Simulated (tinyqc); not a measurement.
Worked calculation: two-valley model of the transferred-electron effect. Computed by tinyqc, a small Python program that keeps every step. Command: `OMP_NUM_THREADS=1 python tinyqc.py 3031979 3031980 out.jsonl gunn walk`. One thread of a shared host (Intel(R) Xeon(R) Processor @ 2.30GHz), about 0.01 s of CPU time with the checks. Intermediate numbers are printed to about 6 digits and carried at full precision; extremes and crossings named in words are read from the listed rows.

Both kinds of valley share one electron temperature T_e, and each has a constant mobility.

Inputs (values chosen for the exercise, modelled on CdTe):
```
quantity                         value        unit
central-valley mass m1           0.096         m_0
satellite-valley mass m2          0.29         m_0
satellite valleys Z                  4           -
valley separation dE              0.48          eV
central-valley mobility mu1       1000  cm^2/(V s)
satellite-valley mobility mu2       87  cm^2/(V s)
energy relaxation time tau_E      0.58          ps
lattice temperature T              400           K
electric field F                    23       kV/cm
mixing                             0.1           -
iteration cap                      600           -
doping n                       6.2e+15      1/cm^3
device length L                    4.5  micrometre
permittivity eps                  10.2           -
```

Solver: damped fixed point.

Constants: k_B = 8.617333262e-05 eV/K; eps_0 = 8.8541878128e-12 F/m; e = 1.602176634e-19 C.

## Equilibrium

Density-of-states ratio R = Z (m2/m1)^(3/2); n2/n1 = R exp(-dE/(k_B T_e)); mean mobility mu = (mu1 + mu2 n2/n1)/(1 + n2/n1); energy balance e mu F^2 = (3/2) k_B (T_e - T)/tau_E; v = mu F.

R = 21.0015

n2/n1 without field = 1.88155e-05

low-field mobility = 999.983 cm^2/(V s)

dE is 13.9 k_B T, so the satellites are empty without field.

## First two iterations

Fixed point from T_e = T: T_out = T + (2/3) e mu(T_e) F^2 tau_E/k_B, T_new = T_e + mixing (T_out - T_e); stop when |T_out - T_e| is below 1e-6 K.

T_out of iteration 1 = 2773.62 K

T_e after iteration 1 = 637.362 K

mu at that T_e = 996.940 cm^2/(V s)

T_e after iteration 2 = 850.266 K

## Electron temperature

The formulas are those given above.

Course of the iteration:
```
iteration  T_e (K)  mu (cm^2/(V s))  |T_out - T_e| (K)
1           400.00          999.983        2.37362e+03
2           637.36          996.940        2.12904e+03
3           850.27          973.406        1.86027e+03
4          1036.29          919.082        1.54530e+03
5          1190.82          850.796        1.22868e+03
6          1313.69          787.931        9.56592e+02
7          1409.35          737.539        7.41321e+02
...            ...              ...                ...
94         1757.55          571.922        3.07821e-06
95         1757.55          571.922        2.47082e-06
96         1757.55          571.922        1.98328e-06
97         1757.55          571.922        1.59195e-06
98         1757.55          571.922        1.27783e-06
99         1757.55          571.922        1.02569e-06
100        1757.55          571.922        8.23300e-07
```

electron temperature T_e = 1757.55 K

Converged in 100 iterations.

## Velocity

The formulas are those given above.

share in the satellites = 46.8869 %

mean mobility = 571.922 cm^2/(V s)

drift velocity = 1.31542 1e7 cm/s

## Peak, valley and negative differential mobility

Using T_e as the parameter, F(T_e) = sqrt(3 k_B (T_e - T)/(2 e mu tau_E)) and v = mu F; find the first maximum and the next minimum of v, and the most negative dv/dF between them.

threshold field = 24.2634 kV/cm

peak velocity = 1.31587 1e7 cm/s

T_e at the threshold = 1832.61 K

field of the velocity minimum = 34.8281 kV/cm

valley velocity = 1.31020 1e7 cm/s

peak-to-valley ratio = 1.00433

most negative differential mobility = -8.21949 cm^2/(V s)

At the threshold k_B T_e is dE/3.0. The field of this run lies below the threshold.

## Does a domain form?

Space charge grows at the rate n e |mu_d|/(eps eps_0) during the transit time L/v, with v the valley velocity; Kroemer's criterion asks n L > eps eps_0 v/(e |mu_d|). Transit frequency v/L.

critical n L = 8.98526e+12 1/cm^2

n L of the device = 2.79e+12 1/cm^2

transit frequency = 29.1155 GHz

n L is 0.311 times the critical product: the field profile stays stable.

## Velocity against field

The formulas are those given above.

The curve:
```
F (kV/cm)  T_e (K)  share in the satellites (%)  v (1e7 cm/s)  low-field line (1e7 cm/s)
2.3          423.7                  4.10455e-03       0.22999                     0.2300
5.8          550.8                  8.51413e-02       0.57955                     0.5800
12.0        1002.0                  7.48456e+00       1.11800                     1.2000
16.0        1308.3                  2.29191e+01       1.26520                     1.6000
23.0        1757.6                  4.68869e+01       1.31542                     2.3000
32.0        2282.3                  6.46582e+01       1.31095                     3.1999
46.0        3132.2                  7.80102e+01       1.32373                     4.5999
69.0        4820.5                  8.68650e+01       1.42777                     6.8999
120.0      10449.1                  9.24945e+01       1.86630                    11.9998
230.0      32636.1                  9.46542e+01       3.12357                    22.9996
```

v falls between 23 and 32 kV/cm, while the share in the slow valleys goes from 47 to 65 %: transfer outruns the rise of the field. With constant mobilities n2/n1 tends to R and v ends on the line (mu1 + R mu2) F/(1 + R), a mobility of 128; real satellites saturate instead. Rows with T_e above 3000 K lie outside the range of a Maxwellian in parabolic valleys.

Checks made by the program: field recovered from T_e by the energy balance (relative difference 2e-10).
